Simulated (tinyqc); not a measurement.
Leakage through a gate insulator: direct, Fowler-Nordheim, trap-assisted and Poole-Frenkel currents: one step, computed by the program tinyqc. Command: `OMP_NUM_THREADS=1 python tinyqc.py 3001622 3001623 out.jsonl oxideleak walk`. One thread of a shared host (Intel(R) Xeon(R) Processor @ 2.30GHz), about 0.01 s of CPU time with the checks.

Electrons enter from the cathode Fermi level at x = 0; the conduction band of the insulator lies phi_b - e F x above it, F = V/t. WKB exponents use a parabolic band with mass m.

Question. Field and tunnelling without traps. For a level a distance phi(x) below the band, the WKB exponent is 2 int kappa dx with kappa = sqrt(m phi/(hbar^2/2m_0)); for a linear barrier from phi_1 down to phi_2 = max(phi_1 - e F d, 0) it is G = (4/3) sqrt(m/(hbar^2/2m_0)) (phi_1^(3/2) - phi_2^(3/2))/(e F). J_tun = e^3 F^2/(16 pi^2 hbar m phi_b) x exp(-G) / [1 - sqrt(phi_2/phi_b)]^2 with the free-electron mass in the cathode (m in m_0), phi_2 = max(phi_b - e V, 0): direct tunnelling for e V < phi_b, Fowler-Nordheim above. Image forces, back-flow and the limit on supply are left out, so J_tun is overstated below about 0.5 V. Equivalent oxide thickness = 3.9 t/eps_ox.

Inputs (values chosen for the exercise, with an insulator like SiO2):
```
quantity                        value  unit
thickness t                       2.6    nm
barrier phi_b                    2.97    eV
tunnelling mass m                0.41   m_0
static constant eps_ox           3.87     -
voltage across the insulator V    1.8     V
```

Constants: hbar^2/(2 m_0) = 3.80998212 eV angstrom^2; e = 1.602176634e-19 C; hbar = 1.054571817e-34 J s.

Give: field F; equivalent oxide thickness; WKB exponent G; tunnelling current J_tun.

Answer.

field F = 6.9231 MV/cm

equivalent oxide thickness = 2.6202 nm

WKB exponent G = 24.342

tunnelling current J_tun = 0.011737 A/cm^2

The barrier is a trapezoid: direct tunnelling.
